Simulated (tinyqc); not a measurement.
Regular and subregular solution with a miscibility gap: one step, computed by the program tinyqc. Command: `OMP_NUM_THREADS=1 python tinyqc.py 3001064 3001065 out.jsonl regsol walk`. One thread of a shared host (Intel(R) Xeon(R) Processor @ 2.30GHz), about 0.02 s of CPU time with the checks.

Per mole of mixing sites: G(x) = x (1 - x) [L0 + L1 (1 - 2x)] + R T [x ln x + (1 - x) ln(1 - x)], x the fraction of B.

Task: Coherent spinodal. The spinodal is G'' = 0, R T_s(x) = x (1 - x) [2 L0 + 6 L1 (1 - 2x)]; the critical point is its maximum. If the lattice stays coherent, G'' gains 2 eta^2 Y V_m (eta = d ln a/dx, Y the biaxial modulus, E/(1 - nu) if isotropic), which is L0 replaced by L0 - eta^2 Y V_m (1 GPa cm^3/mol = 1 kJ/mol); the program reports 0 if the result is below its cutoff 3.5 |L1|.

Inputs (values chosen for the exercise, for a model alloy): asymmetry L1 = 1.3 kJ/mol; coherency modulus Y = 176 GPa; molar volume V_m = 19.2 cm^3/mol.

eta = 0.036

L0 = 9.84 kJ/mol

Constants: R = 8.314462618 J/(mol K).

Give: eta^2 Y V_m; top of the coherent spinodal.

Result:

eta^2 Y V_m = 4.379 kJ/mol

top of the coherent spinodal = 363.2 K
